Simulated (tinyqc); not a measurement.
From results back to parameters: localisation in a chain with random site energies (transfer matrices). Two cases, with inputs chosen for the exercise.

Problem. In the localised range mean ln T = c - 2N/xi, xi being the localisation length in sites, and site energies spread evenly over a width W give xi = 24 (4t^2 - E^2)/W^2 for weak disorder. The two means come from a hidden xi.

Case 1.

Values chosen: t = 1.15 eV (hopping); E = -0.78 eV (energy); N1 = 45 (first length); N2 = 276 (second length).

mean ln T: N1 -5.13505, N2 -30.51967

Case 2.

Values chosen: t = 0.68 eV (hopping); E = -0.67 eV (energy); N1 = 75 (first length); N2 = 150 (second length).

mean ln T: N1 -10.42842, N2 -20.29684

Find: xi; W.

Solution. The slope gives xi = 2 (N2 - N1)/(difference of the means), and W = sqrt(24 (4t^2 - E^2)/xi).

Case 1.

xi = 18.2 sites
W = 2.48 eV

Case 2.

xi = 15.2 sites
W = 1.49 eV

Computed by tinyqc, one run a case: `OMP_NUM_THREADS=1 python tinyqc.py N N+1 out.jsonl` with N = 1452384, 1452386; one thread of a shared Intel(R) Xeon(R) Processor @ 2.30GHz, about 0.1 s a run at most.
